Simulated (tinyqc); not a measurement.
Keating valence-force model of a tetrahedral crystal: one step, computed by the program tinyqc. Command: `OMP_NUM_THREADS=1 python tinyqc.py 3004532 3004533 out.jsonl keating walk`. One thread of a shared host (Intel(R) Xeon(R) Processor @ 2.30GHz), about 0.01 s of CPU time with the checks.

Atom A sits at 0 and atom B at a/4 (1,1,1) of an fcc lattice; the four bonds from A are t = a/4 (1,1,1), a/4 (1,-1,-1), a/4 (-1,1,-1), a/4 (-1,-1,1), of length d = sqrt(3) a/4. Energy: E = (3 alpha/(8 d^2)) sum over bonds (r.r - d^2)^2 + (3 beta/(8 d^2)) sum over pairs of bonds at one atom (r_i.r_j + d^2/3)^2, with beta_A for the six pairs at A and beta_B for the six at B. The cell holds two atoms, Omega = a^3/4. 1 N/m = 1 J/m^2.

Problem. Frequencies at q. Diagonalise the Hermitian matrix D. An eigenvalue lambda of D in eV/(angstrom^2 u) gives nu = 15.6333042 THz x sqrt(lambda). The weight on A is the sum of |e|^2 over the three components of atom A.

Structure: zinc blende.

D(q) (eV/(angstrom^2 u)), lower triangle (Hermitian):
```
                      A x                   A y                   A z                   B x
A x             0.6886548
A y             0.0205901             0.7074764
A z  0.0000000-0.0092968i  0.0000000-0.0144710i             0.6819607
B x            -0.4761134             0.0931828  0.0000000+0.2063770i             0.6180099
B y             0.0931828            -0.4761134  0.0000000+0.1325857i             0.0224155
B z  0.0000000+0.2063770i  0.0000000+0.1325857i            -0.4761134  0.0000000+0.0101210i

                      B y        B z
B y             0.6385002
B z  0.0000000+0.0157539i  0.6107224
```

Constants: nu for 1 eV/(angstrom^2 u) = 15.6333042 THz.

Give: frequencies; weights on atom A.

Solution.

frequencies (THz): 4.03  5.28  7.49  16.55  17.12  17.23

weights on atom A: 0.4687  0.4665  0.4628  0.5380  0.5327  0.5313
